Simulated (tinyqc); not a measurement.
Inside a calculation: Koster-Slater impurity in an sp3s* host. Values are carried at full precision from step to step, so a last printed digit may differ when a step is redone from the rounded ones.

sp3s* tight binding, nearest neighbours only: anion (a) at 0, cation (c) at a/4 (1,1,1), orbitals s, px, py, pz, s* on each; k in units of 2 pi/a. With phases e_j = exp(i (pi/2) k.n_j) for n = (1,1,1), (1,-1,-1), (-1,1,-1), (-1,-1,1): g0 = (e1+e2+e3+e4)/4, g1 = (e1+e2-e3-e4)/4, g2 = (e1-e2+e3-e4)/4, g3 = (e1-e2-e3+e4)/4. The diagonal holds the levels Esa, Epa, Exa (s*) and Esc, Epc, Exc. Anion-cation block: <sa|sc> = Vss g0; <sa|xc> = Vsapc g1; <xa|sc> = -Vscpa g1; <xa|xc> = Vxx g0; <xa|yc> = <ya|xc> = Vxy g3, <xa|zc> = <za|xc> = Vxy g2, <ya|zc> = <za|yc> = Vxy g1; <s*a|xc> = Vxapc g1; <xa|s*c> = -Vpaxc g1; y and z take g2 and g3 in place of g1; s-s* and s*-s* vanish.

Inputs chosen for the exercise (out of a larger set: near a published set for AlAs; not measured data): p = (-7.546, 0.98, -1.167, 3.575, 7.482, 6.74, -6.663, 1.877, 4.281, 5.105, 5.484, 4.523, 5.004) eV (order Esa, Epa, Esc, Epc, Exa, Exc, Vss, Vxx, Vxy, Vsapc, Vscpa, Vxapc, Vpaxc); N = 5 (mesh); V = 12.1 eV (shift of the p levels).

## The gap of the host

Gaps from the top of the valence band to Gamma, to the minimum on (x,0,0) from 0.5 to 1, and to L; the smallest is Eg.

top of the valence band on the scale of the parameters = -0.0043 eV

gaps (eV): Gamma 3.0349, Delta 2.2602, L 2.6747

Eg (smallest gap of the host) = 2.2602 eV

## Where the weight lies

A defect on an anion site (a) shifts the s level there by Vs or the three p levels by Vp and leaves the rest. A level in the gap solves 1/Vs = G_s(E) (symmetry A1) or 1/Vp = G_p(E) (T2, threefold), with G(E) = (1/N^3) sum over k and bands of w/(E - e), where w is the weight of the state on the s orbital of that site, or the mean weight on its px, py, pz. Mesh: k = f1 (-1,1,1) + f2 (1,-1,1) + f3 (1,1,-1), f = (j + 1/2)/N, j = 0 to N - 1. Energies from the top of the valence band at Gamma; the s* orbital of the site is left as it is. An infinite shift removes the s or p orbitals, the model of the ideal vacancy: G(E) = 0.

For each band: mean energy over the mesh and summed weights; each column of weights adds to one.

Bands:
```
band  mean energy (eV)  s weight  p weight
1              -10.350    0.7721    0.0040
2               -5.334    0.0484    0.1568
3               -1.707    0.0024    0.2208
4               -1.363    0.0009    0.2268
5                2.660    0.0974    0.0250
6                3.125    0.0557    0.0535
7                5.931    0.0002    0.1055
8                6.253    0.0003    0.1088
9                9.500    0.0073    0.0724
10              10.502    0.0153    0.0263
```

The filled bands hold 0.824 of the s orbital and 0.608 of each p orbital of the anion. Filled states add positive terms to G in the gap and empty ones negative terms.

## Green functions across the gap

G at nine energies E = Eg j/8.

G(E) (1/eV):
```
E (eV)       G_s       G_p
0.0000   0.03158   0.36895
0.2825   0.02205   0.24410
0.5651   0.01125   0.18443
0.8476  -0.00173   0.14174
1.1301  -0.01838   0.10671
1.4126  -0.04162   0.07477
1.6952  -0.07847   0.04196
1.9777  -0.15363   0.00162
2.2602  -0.72673  -0.09675
```

Both fall with E, as dG/dE = -sum w/(E - e)^2 demands. G_s changes sign, so the vacancy has a level of this symmetry in the gap. G_p changes sign, so the vacancy has a level of this symmetry in the gap.

## A first estimate from the table

A defect that shifts the p level of its anion site by V has a level where the host Green function G_p(E) equals 1/V; E is counted from the top of the valence band. Find it by linear interpolation between the two rows that bracket it.

1/V = 0.08264 1/eV
estimated level = 1.343 eV

## The level and its weight on the defect

Solve by bisection with the full sum. The weight of the bound state on the shifted orbital is G^2/(-G'), which is also dE/dV.

level = 1.3422 eV
G'(E) = -0.11185 1/eV^2
weight on the defect orbital = 0.0611

The level lies 1.342 eV above the valence band and 0.918 eV below the conduction band. Only 6.1 % of it sits on the shifted orbital, the rest on other orbitals, so a shift of 1 eV moves the level by about 61 meV.

## Checks

- Sum of the s weights over all bands against one: both 1.00000.
- First moment of the s weights against the s level of the site, on the scale of the parameters: both -7.54600.

tinyqc: `OMP_NUM_THREADS=1 python tinyqc.py 1481348 1481349 out.jsonl`; about 0.05 s, one thread, shared Intel(R) Xeon(R) Processor @ 2.30GHz.
